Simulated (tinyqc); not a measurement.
What moves the results: interface roughness in a thin film (subband fluctuation and scattering). A value that a table varies takes the place of the one given here.

Square well of width t, barriers V0, c = hbar^2/2m0: E1 solves k t + 2 atan[(k/mz)/(kappa/mb)] = pi, k = sqrt(mz E/c), kappa = sqrt(mb (V0 - E)/c). One interface is rough, so the subband edge fluctuates by G dt with G = |dE1/dt| (central difference of 0.01 angstrom; 2 E1/t for hard walls).

Gaussian roughness spectrum S(q) = pi D^2 Lc^2 exp(-q^2 Lc^2/4). Degenerate gas, taken to fill one subband (the second starts to fill once c kF^2/md exceeds E2 - E1, which is not tested here): kF = sqrt(2 pi Ns/gv), q = 2 kF sin(theta/2), 1/tau = (md/(2 pi c hbar)) G^2 times the integral from 0 to pi of S(q)(1 - cos theta)/eps(q)^2 dtheta, eps(q) = 1 + qs/q with screening (qs = gv md q0/(c eps), q0 = e^2/(4 pi eps0), form factors left out, which overstates the screening; other scattering is left out too, so these values lie far above measured mobilities in all but the thinnest films) or 1 without; mobility = tau c2/md with c2 = e/m0 = 1.75882e15 cm^2/(V s^2); 1e12/cm^2 = 1e-4/angstrom^2.

Constants: hbar^2/2m0 = 3.80998211 eV angstrom^2; hbar = 6.58211957e-16 eV s; e^2/(4 pi eps0) = 14.39964547 eV angstrom.

Parameters, chosen for this exercise (near those of a thin Si channel on (100), two-fold valleys; shifted at random, so the results belong to these values and not to a real crystal): mz = 0.917 m0 (confinement mass); V0 = 3.24 eV (barrier); mb = 0.52 m0 (barrier mass); md = 0.191 m0 (mass in the plane); gv = 2 (valleys); D = 2.4 angstrom (rms height of the roughness); Lc = 58 angstrom (correlation length); Ns = 0.96 x 1e12/cm^2 (sheet density); eps = 8.2 (mean dielectric constant at the channel); ts = (21, 27, 32, 38, 48, 61, 80) angstrom (thicknesses); t = 38 angstrom (film thickness); Ll = (5, 10, 16, 25, 40, 65, 100) angstrom (correlation lengths).

## The sixth-power law

Screened mobility against thickness for the finite barrier and for hard walls.

Results:
```
t (angstrom)  E1 (meV)  G (meV/angstrom)  mobility (cm^2/(V s))  the same, hard walls
21                79.4             6.986               8.76e+03              5.45e+03
27                49.7             3.462               3.57e+04              2.46e+04
32                36.1             2.140               9.33e+04              6.82e+04
38                26.0             1.309               2.49e+05              1.91e+05
48                16.6             0.668               9.59e+05              7.77e+05
61                10.4             0.333               3.86e+06              3.27e+06
80                 6.1             0.150               1.89e+07              1.67e+07
```

What can be read from the table?

With hard walls G goes as 1/t^3 and the mobility as t^6. With the finite barrier the local exponent is 5.59 at the thin end and 5.86 at the thick end, since the envelope leaks out and softens the dependence. The least value is 8.76e+03 cm^2/(V s). The gate field, which also presses carriers to the interface, is left out. Up to t = 38 angstrom G D exceeds half of EF - E1, where the Born rate fails.

## Correlation length

Fixed D; bare and screened mobility.

Results:
```
Lc (angstrom)  kF Lc  bare mobility (cm^2/(V s))  screened mobility (cm^2/(V s))
5               0.09                    3.13e+05                        1.49e+07
10              0.17                    7.97e+04                        3.80e+06
16              0.28                    3.23e+04                        1.54e+06
25              0.43                    1.43e+04                        6.92e+05
40              0.69                    6.94e+03                        3.43e+05
65              1.13                    4.54e+03                        2.43e+05
100             1.74                    5.29e+03                        3.60e+05
```

What can be read from the table?

The bare mobility is lowest at Lc = 65 angstrom of those listed (kF Lc = 1.13). The screened mobility is lowest at Lc = 65 angstrom of those listed (kF Lc = 1.13). Short roughness averages out (mobility as 1/Lc^2; the first two rows give exponent -1.98), and long roughness deflects only by small angles (bare mobility rising as Lc; the last two rows give 0.36).

## What each parameter does

G, G D, and the screened mobility. Each row changes one parameter from the base and keeps the others.

Results:
```
case                   G (meV/angstrom)  G D (meV)  mobility (cm^2/(V s))
base                              1.309       3.14              2.493e+05
t = 44 angstrom                   0.859       2.06              5.797e+05
D = 3.12 angstrom                 1.309       4.09              1.475e+05
Lc = 66 angstrom                  1.309       3.14              2.428e+05
Ns = 1.54 x 1e12/cm^2             1.309       3.14              2.681e+05
mz = 1.055 m0                     1.158       2.78              3.189e+05
md = 0.22 m0                      1.309       3.14              2.397e+05
V0 = 2.27 eV                      1.277       3.06              2.622e+05
eps = 9.8                         1.309       3.14              1.846e+05
```

How do the results move?

The largest shifts from the base row, up to three for each result and ties (the steps differ in size, so this ranks the rows, not the parameters). G (meV/angstrom): t -0.451, mz -0.152, V0 -0.033; unchanged at the printed digits by D, Lc, Ns, md and eps. G D (meV): t -1.08, D +0.94, mz -0.36; unchanged at the printed digits by Lc, Ns, md and eps. mobility (cm^2/(V s)): t +3.30e+05, D -1.02e+05, mz +6.96e+04. In the base case G D is 0.52 times EF - E1 = 6.0 meV.

tinyqc: `OMP_NUM_THREADS=1 python tinyqc.py 1252178 1252179 out.jsonl`; about 0.01 s, one thread, shared Intel(R) Xeon(R) Processor @ 2.30GHz.
